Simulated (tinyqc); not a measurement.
What each parameter does: polytypes by hexagonality, and a cubic inclusion as a quantum well.

Gap: E3 + (E2 - E3) h. Valence top Ev2 h and polarisation P2 h, both counted from 3C; Ec = Ev + gap.

A cubic inclusion of width L = N d in the host (h = 1) is a well of depth V = Ec(host) - Ec(3C). Square well with mass mismatch: k tan(k L/2) = (m_w/m_b) q, k = sqrt(m_w E/c), q = sqrt(m_b (V - E)/c), c = hbar^2/2m0, lowest root. The depth of the level, V - E, is its binding, and the transition to the valence top of the host is gap(host) - (V - E). The step in polarisation gives a field |F| = |P|/(eps eps0) in a thin inclusion, eps0 = 8.8541878e-12 F/m.

Constants: hbar^2/2m0 = 3.80998211 eV angstrom^2.

Parameters, chosen for this exercise (of the order of those of InAs; shifted at random, so the results belong to these values and not to a real crystal):
```
symbol  value           unit      meaning
E3      0.412           eV        gap of the cubic polytype
E2      0.462           eV        gap of 2H
Ev2     0.039           eV        valence top of 2H above that of 3C
P2      0.0019          C/m^2     spontaneous polarisation of 2H
m       (0.025, 0.027)  m0        electron mass along c in the cubic layer and in the host
d       3.509           angstrom  thickness of a double layer
eps     15.3                      dielectric constant
N       6                         double layers in the cubic inclusion
```

Well depth, depth of the level, transition without the field and field.

Results for these values:
```
case  V (eV)  depth (eV)  transition (eV)  |F| (MV/cm)
base  0.0890      0.0057           0.4563        0.140
```

What happens to each result for E3 = 0.392 eV, all else kept?

Answer: V rises from 0.0890 to 0.1090; depth rises from 0.0057 to 0.0084; transition falls from 0.4563 to 0.4536; |F| does not change at the printed digits.

The same for each parameter in turn:
```
case                  V (eV)  depth (eV)  transition (eV)  |F| (MV/cm)
base                  0.0890      0.0057           0.4563        0.140
N = 7                 0.0890      0.0075           0.4545        0.140
Ev2 = 0.069 eV        0.1190      0.0099           0.4521        0.140
E3 = 0.392 eV         0.1090      0.0084           0.4536        0.140
E2 = 0.492 eV         0.1190      0.0099           0.4821        0.140
P2 = 0.0025 C/m^2     0.0890      0.0057           0.4563        0.185
eps = 16.3            0.0890      0.0057           0.4563        0.132
m = (0.03, 0.027) m0  0.0890      0.0057           0.4563        0.140
```

Computed by tinyqc, a small Python program: `OMP_NUM_THREADS=1 python tinyqc.py 1880465 1880466 out.jsonl` (the numbers bound the seed that draws the inputs); one thread of a shared host (Intel(R) Xeon(R) Processor @ 2.30GHz), about 0.08 s for the whole set of steps.
